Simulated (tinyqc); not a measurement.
Inside a calculation. Model: capacitance of parallel on-chip lines from Laplace's equation on a mesh.

Numbers from tinyqc (`OMP_NUM_THREADS=1 python tinyqc.py 2790135 2790136 out.jsonl`; about 1 s on one thread of a shared Intel Xeon 2.30GHz). Printed values are rounded.

Cross-section of an endless row of equal lines between two grounded planes; neighbours are driven in antiphase (+1 V and -1 V), so the plane midway between two lines is at 0 V. By symmetry one quarter is solved: x runs from the centre of a line (column 0, mirror) to that midplane (column 4, 0 V), y from the mid-height of the line (row 0, mirror) to the ground plane (row 5, 0 V). The line fills columns 0 to 2 and rows 0 to 2 at 1 V. Cells beside the line (below row 2) have e2, cells above have e1. Each link between nodes has the conductance g = mean permittivity of the two cells beside it (a cell beyond a mirror counts as 0), and the free nodes obey sum g (V_neighbour - V) = 0.

Inputs (values chosen for the exercise): relative permittivity above and below the lines e1 = 3.9; relative permittivity between the lines e2 = 2.7; over-relaxation factor om = 1.

Constants: eps0 = 8.8541878128e-12 F/m. Results are converted to the units shown.

## Link conductances

gx[j, i] joins node (row j, column i) to column i + 1, gy[j, i] to row j + 1.

gx:
```
,col 0,col 1,col 2,col 3
row 0,1.35,1.35,1.35,1.35
row 1,2.7,2.7,2.7,2.7
row 2,3.3,3.3,3.3,3.3
row 3,3.9,3.9,3.9,3.9
row 4,3.9,3.9,3.9,3.9
row 5,1.95,1.95,1.95,1.95
```

gy:
```
,col 0,col 1,col 2,col 3,col 4
row 0,1.35,2.7,2.7,2.7,1.35
row 1,1.35,2.7,2.7,2.7,1.35
row 2,1.95,3.9,3.9,3.9,1.95
row 3,1.95,3.9,3.9,3.9,1.95
row 4,1.95,3.9,3.9,3.9,1.95
```

## Iteration 1: relaxation sweep

V at the start (V):
```
,col 0,col 1,col 2,col 3,col 4
row 0,1,1,1,0,0
row 1,1,1,1,0,0
row 2,1,1,1,0,0
row 3,0,0,0,0,0
row 4,0,0,0,0,0
row 5,0,0,0,0,0
```

One sweep visits the free nodes row by row from row 0, left to right, and replaces V by V + om (weighted mean of the neighbours - V), using new values at once.

V after sweep 1 (V):
```
,col 0,col 1,col 2,col 3,col 4
row 0,1.00000,1.00000,1.00000,0.25000,0.00000
row 1,1.00000,1.00000,1.00000,0.31250,0.00000
row 2,1.00000,1.00000,1.00000,0.31392,0.00000
row 3,0.25000,0.31250,0.32812,0.16051,0.00000
row 4,0.06250,0.09375,0.10547,0.06650,0.00000
row 5,0.00000,0.00000,0.00000,0.00000,0.00000
```

## Iteration 2: relaxation sweep

As before.

V after sweep 2 (V):
```
,col 0,col 1,col 2,col 3,col 4
row 0,1.00000,1.00000,1.00000,0.40625,0.00000
row 1,1.00000,1.00000,1.00000,0.43004,0.00000
row 2,1.00000,1.00000,1.00000,0.38539,0.00000
row 3,0.42188,0.46094,0.43173,0.22090,0.00000
row 4,0.15234,0.17969,0.16948,0.09760,0.00000
row 5,0.00000,0.00000,0.00000,0.00000,0.00000
```

## Course of the relaxation

Stop when no node changes by 1e-7 V. C = 4 eps0 sum g (difference of V along the link)^2, in aF/um.

Course of the iteration:
```
sweep,C (aF/um),largest change (V)
1,350.784,0.328
2,301.054,0.172
3,289.219,0.0967
4,286.113,0.0526
5,285.263,0.0286
6,285.033,0.0152
7,284.971,7.97e-3
8,284.955,4.14e-3
9,284.950,2.14e-3
...,...,...
17,284.949,1.06e-5
18,284.949,5.44e-6
19,284.949,2.80e-6
20,284.949,1.44e-6
21,284.949,7.41e-7
22,284.949,3.81e-7
23,284.949,1.96e-7
24,284.949,1.01e-7
25,284.949,5.20e-8
```

Converged in 25 sweeps. Over the last four sweeps the change shrinks by about 0.51 a sweep. C comes down from above, since the solution minimises the energy.

## Capacitance per length

converged V (V):
```
,col 0,col 1,col 2,col 3,col 4
row 0,1.00000,1.00000,1.00000,0.48974,0.00000
row 1,1.00000,1.00000,1.00000,0.47949,0.00000
row 2,1.00000,1.00000,1.00000,0.42821,0.00000
row 3,0.63151,0.61221,0.52987,0.27122,0.00000
row 4,0.30161,0.28746,0.23604,0.12681,0.00000
row 5,0.00000,0.00000,0.00000,0.00000,0.00000
```

C = 4 eps0 sum g (difference of V)^2 over all links (twice the energy of the four quarters, line at 1 V). Plate estimate without fringing: eps0 [2 e1 w/hd + 2 e2 t/(s/2)], w = 4 hx, t = 4 hx, s/2 = 2 hx, hd = 3 hx.

C = 284.949 aF/um
plate estimate = 187.709 aF/um

C depends on the shape only, not on the mesh step hx. Meshes 6, 12 and 24 times finer extrapolate (Aitken) to 267.4 aF/um; this mesh is 6.6 % above that, and the plate estimate is 30 % below it.
